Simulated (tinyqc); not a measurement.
Two electrons on one impurity (helium-like model): one step. Units and equal orbitals. Five cases, with inputs chosen for the exercise.

Problem. Give Ha*, a*, the best common exponent Z - 5/16, E = -(Z - 5/16)^2, and the binding of the second electron -Z^2/2 - E.

Units Ha* = 2 Ry m/eps^2 and a* = a0 eps/m. One electron is bound by Z^2/2. Two electrons in the singlet built from exp(-a r) and exp(-b r): S = 8 (ab)^(3/2)/(a + b)^3, h_aa = a^2/2 - Z a, h_bb alike, h_ab = S (ab/2 - Z (a + b)/2), J = ab (a^2 + 3ab + b^2)/(a + b)^3, K = 20 (ab)^3/(a + b)^5, E = (h_aa + h_bb + 2 S h_ab + J + K)/(1 + S^2). For a = b this is a^2 - 2 Z a + 5a/8. Real double donors are deeper, since the central cell is left out.

Constants: Ry = 13.60569312 eV; a0 (Bohr radius) = 0.5291772105 angstrom.

Case 1.

Values chosen (out of a larger set: near those of impurities in Ge; not measured data): m = 0.176 m0 (one mean mass); eps = 15.7 (dielectric constant); Z = 1 (effective charge (1: D- centre, 2: double donor; other values mimic a central cell)).

Case 2.

Values chosen (out of a larger set: near those of impurities in Si; not measured data): m = 0.324 m0 (one mean mass); eps = 11.8 (dielectric constant); Z = 2 (effective charge (1: D- centre, 2: double donor; other values mimic a central cell)).

Case 3.

Values chosen (out of a larger set: near those of impurities in cubic GaN; not measured data): m = 0.199 m0 (one mean mass); eps = 9.5 (dielectric constant); Z = 3.1 (effective charge (1: D- centre, 2: double donor; other values mimic a central cell)).

Case 4.

Values chosen (out of a larger set: near those of impurities in InP; not measured data): m = 0.082 m0 (one mean mass); eps = 12.7 (dielectric constant); Z = 1.1 (effective charge (1: D- centre, 2: double donor; other values mimic a central cell)).

Case 5.

Values chosen (out of a larger set: near those of impurities in GaAs; not measured data): m = 0.068 m0 (one mean mass); eps = 12.6 (dielectric constant); Z = 2 (effective charge (1: D- centre, 2: double donor; other values mimic a central cell)).

Give: Ha*; a*; exponent; E with equal orbitals; binding of the second electron.

Solution.

Case 1.

Ha* = 19.430 meV
a* = 47.21 angstrom
exponent = 0.6875
E with equal orbitals = -0.47266 Ha*
binding of the second electron = -0.53 meV

With equal orbitals the second electron is not bound; this is a fault of the trial function, since unequal orbitals do bind it.

Case 2.

Ha* = 63.319 meV
a* = 19.27 angstrom
exponent = 1.6875
E with equal orbitals = -2.84766 Ha*
binding of the second electron = 53.67 meV

The first electron is bound by 126.6 meV, 2.36 times as much as the second.

Case 3.

Ha* = 60.001 meV
a* = 25.26 angstrom
exponent = 2.7875
E with equal orbitals = -7.77016 Ha*
binding of the second electron = 177.91 meV

The first electron is bound by 288.3 meV, 1.62 times as much as the second.

Case 4.

Ha* = 13.834 meV
a* = 81.96 angstrom
exponent = 0.7875
E with equal orbitals = -0.62016 Ha*
binding of the second electron = 0.21 meV

The first electron is bound by 8.4 meV, 39.92 times as much as the second.

Case 5.

Ha* = 11.655 meV
a* = 98.05 angstrom
exponent = 1.6875
E with equal orbitals = -2.84766 Ha*
binding of the second electron = 9.88 meV

The first electron is bound by 23.3 meV, 2.36 times as much as the second.

Computed by tinyqc, one run a case: `OMP_NUM_THREADS=1 python tinyqc.py N N+1 out.jsonl` with N = 1250627, 1250758, 1250871, 1250935, 1251001; one thread of a shared Intel(R) Xeon(R) Processor @ 2.30GHz, about 0.04 s a run at most.
